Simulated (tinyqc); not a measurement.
Inside a calculation. Method: RHF in the sto-3g basis, for BeH2, spin multiplicity 1. One step of it, computed by the program tinyqc.

Problem. Orthogonalisation. S = U s U^T; canonical form X = U s^(-1/2), so that X^T S X = 1. Each column of U has its largest component positive (the first on a tie).

overlap S, lower triangle:
```
           1Be 1s    1Be 2s   1Be 2px    1Be 2py   1Be 2pz     2H 1s     3H 1s
1Be 1s   1.000000
1Be 2s   0.259517  1.000000
1Be 2px  0.000000  0.000000  1.000000
1Be 2py  0.000000  0.000000  0.000000   1.000000
1Be 2pz  0.000000  0.000000  0.000000   0.000000  1.000000
2H 1s    0.052437  0.409268  0.000000   0.483674  0.059422  1.000000
3H 1s    0.048751  0.396504  0.000000  -0.473065  0.058101  0.020412  1.000000
```

Give: eigenvalues of S; X.

Solution.

eigenvalues of S: 0.313  0.403  0.933  1.000  1.017  1.659  1.676

X:
```
              1       2       3      4       5       6      7
1Be 1s   -0.026  -0.369   0.843  0.000  -0.409   0.175  0.190
1Be 2s    0.110   1.129  -0.116  0.000  -0.078   0.355  0.390
1Be 2px   0.000   0.000   0.000  1.000   0.000   0.000  0.000
1Be 2py   1.251  -0.095  -0.003  0.000   0.001  -0.410  0.370
1Be 2pz   0.014   0.141   0.459  0.000   0.881   0.042  0.046
2H 1s    -0.969  -0.652  -0.259  0.000   0.129  -0.046  0.520
3H 1s     0.826  -0.786  -0.265  0.000   0.132   0.523  0.003
```
